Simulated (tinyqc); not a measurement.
Inside a calculation. Model: surface potential of a MOS transistor: implicit equation and explicit approximations.

Computed by the program tinyqc: `OMP_NUM_THREADS=1 python tinyqc.py 2122208 2122209 out.jsonl`, one thread of a shared Intel Xeon 2.30GHz, about 0.01 s for the whole run. Printed values are rounded.

p-type body, charge-sheet picture, depletion and inversion only, full ionisation (an idealisation for deep acceptors), Boltzmann statistics (rough once Na exp(x - xn) passes about Nc/7). In units of Vt: xg = (Vg - Vfb)/Vt, x = psi/Vt, G = gamma/sqrt(Vt), xn = (2 phiF + Vc)/Vt. The implicit equation is (xg - x)^2 = G^2 [x - 1 + exp(x - xn)] for x above about 3. Cox = eps0 eox/tox.

Inputs (values chosen for the exercise); band and dielectric values close to those of silicon:
- T = 250 K (temperature)
- Eg = 1.12 eV (band gap)
- eps_r = 11.6 (relative permittivity)
- Nc = 2.15e19 cm^-3 (conduction-band density of states at T)
- Nv = 2e19 cm^-3 (valence-band density of states at T)
- eox = 3.9 (relative permittivity of the gate insulator (close to silicon dioxide))
- tox = 24 nm (insulator thickness)
- Na = 2.4e16 cm^-3 (acceptor density)
- Vfb = -0.51 V (flat-band voltage)
- Vc = 0.5 V (channel-body voltage)
- Vg = 1.35 V (gate-body voltage)

Constants: q = 1.602176634e-19 C, kB = 1.380649e-23 J/K, Vt = kB T/q, eps0 = 8.8541878128e-14 F/cm where lengths are in cm. Results are converted to the units shown.

## Scales

ni = sqrt(Nc Nv) exp(-Eg/(2 Vt)), Eg in volts; phiF = Vt ln(Na/ni); gamma = sqrt(2 q eps0 eps_r Na)/Cox; VT = Vfb + Vt (xn + G sqrt(xn - 1)).

phiF = 0.414333 V
gamma = 0.617699 V^0.5
G = 4.20844
xn = 61.6741
VT = 1.52488 V
xg = 86.3376

## Explicit approximation

Depletion value a = 1 + [sqrt(G^2/4 + xg - 1) - G/2]^2; inversion value b = xn + ln[(xg - xn)^2/G^2 - xn + 1] and first guess y = min(a, b) - ln(1 + exp(-|a - b|)) if a > xn + 1, else b = y = a; one second-order correction with D = exp(y - xn), p = 2 (xg - y) + G^2 (1 + D), w = (xg - y)^2 - G^2 (y - 1 + D): z = y + 2 w/(p + sqrt(p^2 - 2 (2 - G^2 D) w)), or the Newton step z = y + w/p where the root is not real.

a = 55.3204
b = 55.3204
y = 55.3204
p = 79.7761
w = -0.0308238
z = 55.3201

The root of the implicit equation is x = 55.3201; y misses it by 3.9e-4 and z by -7.1e-15, in units of Vt.

## Starting value

x = y rounded to two decimals.

x at the start = 55.32

## Iteration 1: new x

D = exp(x - xn), f = (xg - x)^2 - G^2 (x - 1 + D), f' = -2 (xg - x) - G^2 (1 + D), x(new) = x - f/f'.

D = 0.00173962
f = 0.00413272
f' = -79.7770
x after iteration 1 = 55.3201

## Iteration 2: new x

As before.

D = 0.00173971
f = 2.64208e-9
f' = -79.7769
x after iteration 2 = 55.3201

## Course of the iteration

Stop when the step is below 1e-11, or after 60 iterations.

Course of the iteration:

| iteration | x before the step | step |
|---|---|---|
| 1 | 55.32 | 5.18e-5 |
| 2 | 55.3201 | 3.31e-11 |
| 3 | 55.3201 | 0 |

Converged in 3 iterations.

## Potential, charges and gate control

converged x = 55.3201

psi = Vt x; N_dep = Cox Vt G sqrt(x - 1)/q; N_inv = (Cox Vt G/q) [sqrt(x - 1 + exp(x - xn)) - sqrt(x - 1)]; dpsi/dVg = 1/[1 + G^2 (1 + exp(x - xn))/(2 (xg - x))].

psi = 1.19178 V
N_dep = 6.00075e11 cm^-2
N_inv = 9.6092e6 cm^-2
dpsi/dVg = 0.777608

psi lies 6.4 Vt below 2 phiF + Vc.
